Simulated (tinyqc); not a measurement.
Worked calculation: CIS on RHF in the 3-21g basis, for H2, spin multiplicity 1. Computed by tinyqc, a small Python program that keeps every step (integrals from PySCF). Settings: charge = 0, multiplicity = 1, basis = 3-21g, method = RHF, energy threshold = 1e-10, iteration cap = 58, orthogonalisation = symmetric, start = Wolfsberg-Helmholz matrix, DIIS depth = 6. Command: `OMP_NUM_THREADS=1 python tinyqc.py 29992 29993 out.jsonl` (the two numbers bound the seeds that draw the settings). One thread of a shared host (Intel(R) Xeon(R) Processor @ 2.60GHz), about 0.04 s of CPU time with the checks. The early iterations of the SCF are left out here.

## One-electron integrals

Geometry (angstrom):
```
atom,x,y,z
H,0.000000,0.000000,0.000000
H,0.000000,0.000000,0.783000
```

Basis 3-21g: exponents (1/bohr^2) and contraction coefficients of normalised primitives:
```
element,l (shell),exponent,coefficient
H,s (1),5.447178,0.156285
H,s (1),0.824547,0.904691
H,s (2),0.183192,1.000000
```

Overlap, kinetic and nuclear-attraction integrals over the contracted functions; the nuclear repulsion is the sum of Za Zb / Rab.

nuclear repulsion = 0.67583296 hartree

overlap S:
```
,1H 1s,1H 2s,2H 1s,2H 2s
1H 1s,1.000000,0.645899,0.364708,0.463821
1H 2s,0.645899,1.000000,0.463821,0.818290
2H 1s,0.364708,0.463821,1.000000,0.645899
2H 2s,0.463821,0.818290,0.645899,1.000000
```

kinetic energy T (hartree):
```
,1H 1s,1H 2s,2H 1s,2H 2s
1H 1s,1.549405,0.293152,0.158765,0.163898
1H 2s,0.293152,0.274788,0.163898,0.194795
2H 1s,0.158765,0.163898,1.549405,0.293152
2H 2s,0.163898,0.194795,0.293152,0.274788
```

nuclear attraction V (hartree):
```
,1H 1s,1H 2s,2H 1s,2H 2s
1H 1s,-2.392765,-1.204407,-0.847926,-0.896879
1H 2s,-1.204407,-1.220093,-0.896879,-1.047360
2H 1s,-0.847926,-0.896879,-2.392765,-1.204407
2H 2s,-0.896879,-1.047360,-1.204407,-1.220093
```

core Hamiltonian H = T + V (hartree):
```
,1H 1s,1H 2s,2H 1s,2H 2s
1H 1s,-0.843360,-0.911255,-0.689161,-0.732981
1H 2s,-0.911255,-0.945305,-0.732981,-0.852565
2H 1s,-0.689161,-0.732981,-0.843360,-0.911255
2H 2s,-0.732981,-0.852565,-0.911255,-0.945305
```

## Two-electron integrals

Functions are numbered as in S; the eight-fold symmetry (ij|kl) = (ji|kl) = (kl|ij) leaves the list below.

Two-electron integrals (ij|kl) in chemists' order, unique and non-zero (hartree):
```
i,j,k,l,(ij|kl)
1,1,1,1,1.140145
2,1,1,1,0.611403
2,1,2,1,0.345152
2,2,1,1,0.626370
2,2,2,1,0.380329
2,2,2,2,0.482957
3,1,1,1,0.339578
3,1,2,1,0.193089
3,1,2,2,0.214340
3,1,3,1,0.139279
3,2,1,1,0.320309
3,2,2,1,0.193547
3,2,2,2,0.239920
3,2,3,1,0.147240
3,2,3,2,0.177370
3,3,1,1,0.646585
3,3,2,1,0.399207
3,3,2,2,0.509801
3,3,3,1,0.339578
3,3,3,2,0.431827
3,3,3,3,1.140145
4,1,1,1,0.431827
4,1,2,1,0.244698
4,1,2,2,0.271347
4,1,3,1,0.147240
4,1,3,2,0.150824
4,1,3,3,0.320309
4,1,4,1,0.177370
4,2,1,1,0.485076
4,2,2,1,0.296391
4,2,2,2,0.382378
4,2,3,1,0.185024
4,2,3,2,0.218650
4,2,3,3,0.485076
4,2,4,1,0.218650
4,2,4,2,0.323387
4,3,1,1,0.399207
4,3,2,1,0.245606
4,3,2,2,0.316444
4,3,3,1,0.193089
4,3,3,2,0.244698
4,3,3,3,0.611403
4,3,4,1,0.193547
4,3,4,2,0.296391
4,3,4,3,0.345152
4,4,1,1,0.509801
4,4,2,1,0.316444
4,4,2,2,0.425471
4,4,3,1,0.214340
4,4,3,2,0.271347
4,4,3,3,0.626370
4,4,4,1,0.239920
4,4,4,2,0.382378
4,4,4,3,0.380329
4,4,4,4,0.482957
```

## Orthogonalisation

S = U s U^T; symmetric (Loewdin) form X = U s^(-1/2) U^T, so that X^T S X = 1.

eigenvalues of S: 0.117664  0.458842  0.699338  2.724157

X:
```
,1H 1s,1H 2s,2H 1s,2H 2s
1H 1s,1.256669,-0.482312,-0.128451,0.055924
1H 2s,-0.482312,1.839941,0.055924,-0.886003
2H 1s,-0.128451,0.055924,1.256669,-0.482312
2H 2s,0.055924,-0.886003,-0.482312,1.839941
```

## Starting guess

The start is the generalised Wolfsberg-Helmholz matrix (K = 1.75) built on H; D = 2 C_occ C_occ^T.

D at the start:
```
,1H 1s,1H 2s,2H 1s,2H 2s
1H 1s,0.089037,0.160067,0.089037,0.160067
1H 2s,0.160067,0.287761,0.160067,0.287761
2H 1s,0.089037,0.160067,0.089037,0.160067
2H 2s,0.160067,0.287761,0.160067,0.287761
```

## Iteration 8 (converged): orbitals

converged F (hartree):
```
,1H 1s,1H 2s,2H 1s,2H 2s
1H 1s,0.116952,-0.490675,-0.513814,-0.499687
1H 2s,-0.490675,-0.349945,-0.499687,-0.398527
2H 1s,-0.513814,-0.499687,0.116952,-0.490675
2H 2s,-0.499687,-0.398527,-0.490675,-0.349945
```

Diagonalise F' = X^T F X, C = X C', fill 1 alpha and 1 beta electrons from the bottom; D = 2 C_occ C_occ^T. Each column has its largest component positive (the first on a tie).

F' = X^T F X (hartree):
```
,1,2,3,4
1,0.761205,-0.627735,-0.449593,-0.122844
2,-0.627735,0.284841,-0.122844,-0.232445
3,-0.449593,-0.122844,0.761205,-0.627735
4,-0.122844,-0.232445,-0.627735,0.284841
```

orbital energies (hartree): MO1 -0.579683, MO2 0.251544, MO3 0.943691, MO4 1.476541

coefficients C:
```
,MO1,MO2,MO3,MO4
1H 1s,0.283258,0.119391,0.804429,-1.043970
1H 2s,0.321745,1.528431,-0.665118,1.234559
2H 1s,0.283258,-0.119391,0.804429,1.043970
2H 2s,0.321745,-1.528431,-0.665118,-1.234559
```

D after iteration 8:
```
,1H 1s,1H 2s,2H 1s,2H 2s
1H 1s,0.160470,0.182274,0.160470,0.182274
1H 2s,0.182274,0.207040,0.182274,0.207040
2H 1s,0.160470,0.182274,0.160470,0.182274
2H 2s,0.182274,0.207040,0.182274,0.207040
```

## Convergence

Stop when the energy changes by less than 1e-10 hartree and every element of the error matrix X^T (F D S - S D F) X is below 3e-06.

Course of the cycle:
```
iteration,E (hartree),change,largest element of the error matrix
1,-1.10098287,-,1.15e-01
2,-1.12098859,-2.00e-02,1.65e-02
3,-1.12140725,-4.19e-04,3.48e-05
4,-1.12140725,-1.54e-09,1.46e-05
5,-1.12140725,-1.97e-10,9.26e-06
6,-1.12140725,-6.12e-11,6.77e-06
7,-1.12140725,-2.67e-11,5.34e-06
8,-1.12140725,-4.38e-11,5.02e-09
```

PySCF RHF in the same basis = -1.12140725 hartree

Converged in 8 iterations.

## Populations, bond orders and dipole

Mulliken: Z minus the diagonal of D S on the atom; Loewdin: the same with S^(1/2) D S^(1/2); Mayer order: 2 sum_s sum (D(s) S)_ij (D(s) S)_ji over the two atoms.

Charges (e):
```
atom,Mulliken,Loewdin
1H,0,0
2H,0,0
```

Mayer bond orders:
```
pair,order
2-1,1.000000
```

dipole moment about the origin, x y z (debye): 0.000000  0.000000  0.000000

## Integrals over molecular orbitals

(pq|rs) = sum C_ip C_jq C_kr C_ls (ij|kl), one index at a time.

one-electron integrals over orbitals h = C^T H C (hartree):
```
,1,2,3,4
1,-1.217557,0.000000,-0.160499,0.000000
2,0.000000,-0.567823,0.000000,0.204818
3,-0.160499,0.000000,-0.055169,0.000000
4,0.000000,0.204818,0.000000,0.300258
```

Two-electron integrals over orbitals (pq|rs), unique and non-zero (hartree):
```
p,q,r,s,(pq|rs)
1,1,1,1,0.637875
2,1,2,1,0.093558
2,2,1,1,0.456462
2,2,2,2,0.412164
3,1,1,1,0.160499
3,1,2,2,0.058574
3,1,3,1,0.111142
3,2,2,1,-0.012280
3,2,3,2,0.034871
3,3,1,1,0.555001
3,3,2,2,0.412017
3,3,3,1,0.131689
3,3,3,3,0.507162
4,1,2,1,-0.080504
4,1,3,2,-0.031615
4,1,4,1,0.126885
4,2,1,1,-0.142661
4,2,2,2,-0.061540
4,2,3,1,-0.079050
4,2,3,3,-0.111501
4,2,4,2,0.074226
4,3,2,1,-0.099542
4,3,3,2,-0.012509
4,3,4,1,0.126760
4,3,4,3,0.149583
4,4,1,1,0.651584
4,4,2,2,0.468725
4,4,3,1,0.198313
4,4,3,3,0.582333
4,4,4,2,-0.170326
4,4,4,4,0.730711
```

## CIS matrix, singlets

A(ia,jb) = (e_a - e_i) d_ij d_ab + 2 (ia|jb) - (ij|ab).

CIS matrix A, singlet (hartree):
```
,1>2,1>3,1>4
1>2,0.561881,0.000000,-0.018346
1>3,0.000000,1.190656,0.000000
1>4,-0.018346,0.000000,1.658410
```

## CIS singlet states

dipole integrals <i|r|a> (bohr):
```
,x,y,z
1>2,0.000000,0.000000,-1.051934
1>3,0.000000,0.000000,0.000000
1>4,0.000000,0.000000,0.142857
```

Diagonalise A (1 hartree = 27.211386 eV); each vector has its largest component positive (the first on a tie). The transition dipole is mu = sqrt2 sum c_ia <i|r|a>.

singlet excitation energies (eV): 15.281210  32.399413  45.135997

lowest vectors:
```
,state 1,state 2,state 3
1>2,0.999860,0.000000,-0.016724
1>3,0.000000,1.000000,0.000000
1>4,0.016724,0.000000,0.999860
```

oscillator strengths 2/3 w |mu|^2: 0.824567  0.000000  0.056923

## CIS matrix, triplets

A(ia,jb) = (e_a - e_i) d_ij d_ab - (ij|ab).

CIS matrix A, triplet (hartree):
```
,1>2,1>3,1>4
1>2,0.374764,0.000000,0.142661
1>3,0.000000,0.968372,0.000000
1>4,0.142661,0.000000,1.404640
```

## CIS triplet states

Diagonalise A (1 hartree = 27.211386 eV); each vector has its largest component positive (the first on a tie).

triplet excitation energies (eV): 9.670046  26.350756  38.749991

lowest vectors:
```
,state 1,state 2,state 3
1>2,0.990883,0.000000,0.134722
1>3,0.000000,1.000000,0.000000
1>4,-0.134722,0.000000,0.990883
```
